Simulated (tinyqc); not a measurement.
# CMOS latch-up, two-transistor model: two studies

A parasitic pnp (emitter at Vdd, base shunted by Rw) and npn (emitter at ground, base shunted by Rs) feed each other: the npn collector current flows out of the pnp base node, the pnp collector current into the npn base node. Forward-active transistors with constant gains: Icn = Isn exp(Vn/Vt), Icp = Isp (exp(Vp/Vt) - 1). A current Ii is injected into the npn base node.

Parameters, values chosen for the exercise; values close to those of bulk CMOS:
- T = 300 K (temperature)
- bn = 14.8 (current gain of the npn)
- bp = 5.8 (current gain of the pnp)
- Isn = 5.1e-15 A (saturation current of the npn at T)
- Isp = 6e-15 A (saturation current of the pnp at T)
- Rs = 74 ohm (substrate resistance shunting the npn)
- Rw = 1100 ohm (well resistance shunting the pnp)
- R2 = 340 ohm (resistance from the pnp collector to the npn base)
- Von = 0.69 V (base-emitter voltage in the on state)
- Vsat = 0.13 V (saturation voltage)
- Vdd = 1.2 V (supply voltage)

Constants: q = 1.602176634e-19 C, kB = 1.380649e-23 J/K, Vt = kB T/q. Results are converted to the units shown.

Each table varies one quantity; the others keep the values above.

## Effect of the current gain of the pnp

Node equations: Vp/Rw + Icp/bp = Icn and Vn/Rs + Icn/bn = Icp + Ii. Loop gain G = gn gp/[(1/Rw + gp/bp)(1/Rs + gn/bn)], gn = Icn/Vt, gp = (Icp + Isp)/Vt; the off state ends where G = 1, and Ii there is the trigger current. On state with both base-emitter voltages at Von: npn base current Ib = (Von/Rs + bp Von/Rw)/(bn bp - 1), holding current Ih = (bn + 1) Ib + Von/Rs, holding voltage Vh = Vsat + Von + R2 (Ib + Von/Rs).

Effect of the current gain of the pnp:

| bp | Vn at trigger (V) | trigger current (mA) | Ih (mA) | Vh (V) |
|---|---|---|---|---|
| 0.083 | 0.75299 | 9.8758 | 657.95 | 17.948 |
| 0.17 | 0.70427 | 9.2633 | 107.62 | 6.1054 |
| 0.34 | 0.67962 | 9.0167 | 46.699 | 4.7945 |
| 0.7 | 0.66193 | 8.9046 | 25.805 | 4.3449 |
| 1.4 | 0.65678 | 8.8795 | 17.499 | 4.1662 |
| 2.9 | 0.65561 | 8.8723 | 13.524 | 4.0807 |
| 5.9 | 0.65522 | 8.8695 | 11.708 | 4.0416 |
| 12 | 0.65506 | 8.8683 | 10.832 | 4.0227 |

As bp goes from 0.083 to 12, the trigger current falls from 9.88 to 8.87 mA, Ih falls from 658 to 10.8 mA and Vh falls from 17.9 to 4.02 V. Vh exceeds the supply Vdd = 1.2 V, which then cannot sustain a latched state, in 8 of the 8 rows. For bp = 0.041 the product of the gains is about one or less, so there is no latched state. For bp = 0.083, 0.17 the holding current passes 50 mA, where high injection lowers the gains. For bp = 0.083, 0.17 Vn at the trigger exceeds the fixed Von of the on-state formulas, so Ih and Vh are too low there.

## Effect of the well resistance shunting the pnp

Same model as above.

Results:

| Rw (ohm) | Vn at trigger (V) | trigger current (mA) | Ih (mA) | Vh (V) |
|---|---|---|---|---|
| 110 | 0.71517 | 9.9884 | 17.836 | 4.1734 |
| 210 | 0.69817 | 9.5943 | 14.610 | 4.1040 |
| 790 | 0.66374 | 8.9982 | 12.004 | 4.0479 |
| 1500 | 0.64730 | 8.7527 | 11.558 | 4.0383 |
| 3000 | 0.62987 | 8.5012 | 11.309 | 4.0330 |
| 5700 | 0.61465 | 8.2786 | 11.192 | 4.0305 |
| 11000 | 0.60360 | 8.0724 | 11.129 | 4.0291 |

Estimate the missing row, Rw = 410 ohm.

Computed row:

| Rw (ohm) | Vn at trigger (V) | trigger current (mA) | Ih (mA) | Vh (V) |
|---|---|---|---|---|
| 410 | 0.68071 | 9.2715 | 12.879 | 4.0668 |

With this row back in the table: As Rw goes from 110 to 11000 ohm, the trigger current falls from 9.99 to 8.07 mA, Ih falls from 17.8 to 11.1 mA and Vh falls from 4.17 to 4.03 V. Vh exceeds the supply Vdd = 1.2 V, which then cannot sustain a latched state, in 8 of the 8 rows. For Rw = 110, 210 Vn at the trigger exceeds the fixed Von of the on-state formulas, so Ih and Vh are too low there.

Numbers from tinyqc (`OMP_NUM_THREADS=1 python tinyqc.py 2670106 2670107 out.jsonl`; about 0.07 s on one thread of a shared Intel Xeon 2.30GHz).
